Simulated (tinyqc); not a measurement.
Energy conservation against the time step: molecular dynamics of a small cluster by velocity Verlet steps. Computed by tinyqc, a small Python program. Command: `OMP_NUM_THREADS=1 python tinyqc.py 3025828 3025829 out.jsonl verlet walk`. One thread of a shared host (Intel(R) Xeon(R) Processor @ 2.30GHz), about 0.1 s of CPU time with the checks.

E = sum_i {sum_j A exp(-p (r_ij/r0 - 1)) - xi sqrt(rho_i)}, rho_i = sum_j exp(-2 q (r_ij/r0 - 1)); the force on i is -sum_j w_ij (R_i - R_j)/r_ij with w_ij = -(2p/r0) A exp(-p (r_ij/r0 - 1)) + (xi q/r0) exp(-2 q (r_ij/r0 - 1)) (rho_i^(-1/2) + rho_j^(-1/2)).

Inputs (values chosen for the exercise, for model atoms):
```
quantity,value,unit
length r0,2.94,angstrom
repulsion A,0.19,eV
hopping xi,2.33,eV
decay p,11.9,-
decay q,3.36,-
atomic mass M,20.9,u
time step dt,0.78,fs
steps,200,-
```

Potential: Gupta.

starting positions (angstrom):
```
,x,y,z
atom 1,0.01,0.02,0.04
atom 2,2.78,-0.05,0.01
atom 3,1.35,2.38,0.03
atom 4,1.35,0.77,2.22
```

starting velocities (angstrom/fs):
```
,x,y,z
atom 1,0.00019,0.00112,-0.00152
atom 2,0.00106,0.00107,0.00274
atom 3,0.0008,-0.0011,0.00041
atom 4,-0.00205,-0.00109,-0.00163
```

Constants: 1 eV/(angstrom u) = 9.648533212e-03 angstrom/fs^2; k_B = 8.617333262e-05 eV/K.

Method:
- Relax the cluster, diagonalise the Hessian (central differences): omega_max = sqrt(c lambda_max/M). Verlet steps are stable for omega_max dt < 2.
- Velocity Verlet: a = c F/M with c = 9.648533212e-3 angstrom/fs^2 per eV/(angstrom u); R(new) = R + v dt + a dt^2/2; v(new) = v + (a + a(new)) dt/2. Kinetic energy K = M v^2/(2c); temperature T = 2K/((3N - 3) k_B), rotation of the cluster included.
- Runs without thermostat over the same span of time, steps x dt; spread = largest minus smallest value. For contrast, the energy gained over the first 30 dt (dt of the inputs) by explicit Euler steps: R(new) = R + v dt, v(new) = v + a dt.

omega_max dt = 0.114796

Energy error (eV):
```
dt (fs),omega_max dt,"Verlet, spread of U + K","Euler, gain in U + K"
0.0975,0.01435,4.3397e-06,0.00316
0.1950,0.02870,1.7359e-05,0.00645
0.3900,0.05740,6.9443e-05,0.01341
0.7800,0.11480,2.7707e-04,0.02899
1.5600,0.22959,1.1016e-03,0.06760
2.3400,0.34439,2.3883e-03,0.11721
```

The Verlet error grows as dt^2.00 between the first rows, the second order of the method. Euler steps gain energy steadily: over that short span the gain in the first row is already 730 times the Verlet spread of the whole run, and it grows as dt^1.03, tending to the first order of that method as dt shrinks.

Extremes, crossings and ranges named in words are read from the listed rows.
